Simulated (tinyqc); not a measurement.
Worked calculation: thin-film optics by transfer matrices. Values are carried at full precision from step to step, so a last printed digit may differ when a step is redone from the rounded ones.

Indices N = n + i k. Snell: N0 sin(theta) = N_j sin(theta_j), with Im(N_j cos theta_j) >= 0. Admittance y_j = N_j cos theta_j for s and N_j/cos theta_j for p. Phase delta_j = 2 pi N_j cos theta_j d_j/lambda. Layer matrix [[cos delta, -i sin delta/y], [-i y sin delta, cos delta]], multiplied from the top down to M. (B, C) = M (1, y_sub); r = (y0 B - C)/(y0 B + C), R = |r|^2, T = 4 Re y0 Re y_sub/|y0 B + C|^2, absorbed in the films 1 - R - T.

Values chosen for the exercise (indices near those of Si3N4 on polySi; not measured data):
- lam = 633 nm (vacuum wavelength)
- n0 = 1 (ambient index)
- n = (1.987, 3.917) (n of Si3N4, substrate)
- k = (0, 0.038) (k in the same order)
- d = (113) nm (thicknesses, top first)
- theta = 30 degrees (angle of incidence)
- pol = s (polarisation)

## Angles, admittances and phases

Form cos theta_j, y_j and delta_j.

cos theta_j: ambient 0.8660, film 1 0.9678, substrate 0.9918+0.0002i

y_j: ambient 0.8660, film 1 1.9231, substrate 3.8850+0.0383i

delta_j (rad): film 1 2.1570

## Layer matrices and their product

Form each matrix and multiply from the top down.

M:
```
          1         2
1   -0.5532  -0.4332i
2  -1.6020i   -0.5532
```

Each matrix has determinant 1, and so has M.

## Reflection and transmission

Close the stack on the substrate.

B, C: -0.5366-1.6829i  -2.1491-1.6232i

r = -0.3010+0.2914i
R = 0.1755
T into the substrate = 0.8245
absorbed in the films = 0.0000

The bare substrate would reflect 0.4038.

## Ellipsometric angles

Ellipsometry: rho = tan(Psi) exp(i Delta) = -conj(r_p/r_s) with the r of the admittance formula, Delta in 0 to 360 degrees, so that a bare dielectric at small angles gives Delta = 180.

Repeat the steps for both polarisations.

r_s = -0.3010+0.2914i
r_p = -0.1913+0.2867i
Psi = 39.44 degrees
Delta = 192.22 degrees

## Checks

- R against the recursion of Airy sums from the substrate up: both 0.17551.

Computed by tinyqc, a small Python program: `OMP_NUM_THREADS=1 python tinyqc.py 1651638 1651639 out.jsonl` (the numbers bound the seed that draws the inputs); one thread of a shared host (Intel(R) Xeon(R) Processor @ 2.30GHz), about 0.03 s for the whole set of steps.
